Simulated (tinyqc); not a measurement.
Bandgap voltage reference from two bipolar transistors: one step of the calculation.

Two transistors of area 1 and N carry the same current I. Is(T) = Is (T/T0)^eta exp[(Vg0 q/kB)(1/T0 - 1/T)], VBE1 = Vt ln(I/Is(T)) + I rb, VBE2 = Vt ln(I/(N Is(T))) + I rb/N. The amplifier forces I R1(T) = VBE1 - VBE2 + Vos, with R(T) = R (1 + tc (T - T0)) for both resistors, and the output is Vref = VBE1 + I R2(T). Base currents and the Early effect are neglected.

Question. Operating point at the reference temperature. Vt = kB T/q; I = (Vt ln N + Vos)/(R1(T) - rb (1 - 1/N)). Evaluate at T = T0.

Values chosen for this exercise; values of the order met in silicon bipolar transistors:
```
symbol    value   unit                                                   meaning
T0          300      K                                     reference temperature
Vg0       1.149      V                      band-gap voltage extrapolated to 0 K
eta         4.1                   temperature exponent of the saturation current
Is      5.7e-18      A           saturation current of the unit transistor at T0
N            24                              area ratio of the second transistor
R1           32   kohm  resistor across which the difference of VBE falls, at T0
tc          500  ppm/K                 temperature coefficient of both resistors
Vos           0     mV                                   offset of the amplifier
rb           20    ohm                  series resistance of the unit transistor
R2        199.4   kohm                                     output resistor at T0
```

Constants: q = 1.602176634e-19 C, kB = 1.380649e-23 J/K. Results are converted to the units shown.

Find: Vt; I; Is(T); VBE1; I R2; Vref.

Answer.

Vt = 0.025852 V
I = 2.5690 uA
Is(T) = 5.7000e-18 A
VBE1 = 0.69377 V
I R2 = 0.51226 V
Vref = 1.2060 V

Computed by the program tinyqc: `OMP_NUM_THREADS=1 python tinyqc.py 2062106 2062107 out.jsonl`, one thread of a shared Intel Xeon 2.30GHz, about 0.02 s for the whole run.
